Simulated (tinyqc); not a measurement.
Reduced Fermi level from a carrier density: charge neutrality of a doped semiconductor with incomplete ionisation. Computed by tinyqc, a small Python program. Command: `OMP_NUM_THREADS=1 python tinyqc.py 3016195 3016196 out.jsonl dopant walk`. One thread of a shared host (Intel(R) Xeon(R) Processor @ 2.30GHz), about 0.05 s of CPU time with the checks.

Energies are counted from the top of the valence band; E_D is measured down from the conduction band and E_A up from the valence band.

Inputs (values chosen for the exercise, for a model semiconductor):
```
quantity              value  unit
gap at 0 K E_g0        3.15    eV
Varshni alpha      0.000533  eV/K
Varshni beta            331     K
electron mass m_e     0.183   m_0
valleys M_c               1     -
hole mass m_h         0.741   m_0
temperature T           300     K
```

Doping: n-type, compensated. Statistics of the bands: Fermi-Dirac.

ratios u of density to N: 0.0059  0.027  0.13  0.58  2.7  12  57

Constants: m_0 = 9.1093837015e-31 kg; k_B = 1.380649e-23 J/K; h = 6.62607015e-34 J s; k_B = 8.617333262e-05 eV/K.

Method:
- E_g = E_g0 - alpha T^2/(T + beta).
- N_c = 2 M_c (2 pi m_e k_B T/h^2)^(3/2) and N_v = 2 (2 pi m_h k_B T/h^2)^(3/2), masses in units of m_0.
- n_i = sqrt(N_c N_v) exp(-E_g/(2 k_B T)); E_i = E_g/2 + (k_B T/2) ln(N_v/N_c).
- F_1/2(eta) = (2/sqrt(pi)) int_0^infinity sqrt(x)/(1 + exp(x - eta)) dx, by the trapezoid rule in t = sqrt(x) with step 0.02 up to t = 12 (for eta < -12 by exp(eta) - exp(2 eta)/2^(3/2)).
- For u = density/N of the majority band, eta solves F_1/2(eta) = u (bisection). Boltzmann: ln u. Joyce-Dixon: ln u + u/sqrt(8) - 4.95009e-3 u^2 + 1.48386e-4 u^3 - 4.42563e-6 u^4. Degenerate limit: (3 sqrt(pi) u/4)^(2/3). The last column is (eta - ln u) k_B T.

N_c = 1.96448e+18 cm^-3

k_B T = 0.0258520 eV

Eta by four rules:
```
u       density (cm^-3)   exact  Boltzmann  Joyce-Dixon  degenerate  Boltzmann error (meV)
0.0059       1.1590e+16  -5.131    -5.1328       -5.131  3.9475e-02             5.3922e-02
0.027        5.3041e+16  -3.602    -3.6119       -3.602  1.0881e-01             2.4669e-01
0.13         2.5538e+17  -1.994    -2.0402       -1.994  3.1026e-01             1.1861e+00
0.58         1.1394e+18  -0.341    -0.5447       -0.341  8.4083e-01             5.2589e+00
2.7          5.3041e+18   1.914     0.9933        1.914  2.3442e+00             2.3815e+01
12           2.3574e+19   6.201     2.4849        6.179  6.3369e+00             9.6072e+01
57           1.1198e+20  17.860     4.0431      -11.124  1.7906e+01             3.5720e+02
```

Boltzmann statistics place E_F within 1 meV of the exact value up to u = 0.0270 of those listed and miss by 357 meV at u = 57. Joyce-Dixon stays within 0.01 in eta up to u = 2.70; the degenerate limit is still 0.26 % high at the last u. Past u of about 10 the Joyce-Dixon series fails. A parabolic band is assumed throughout.
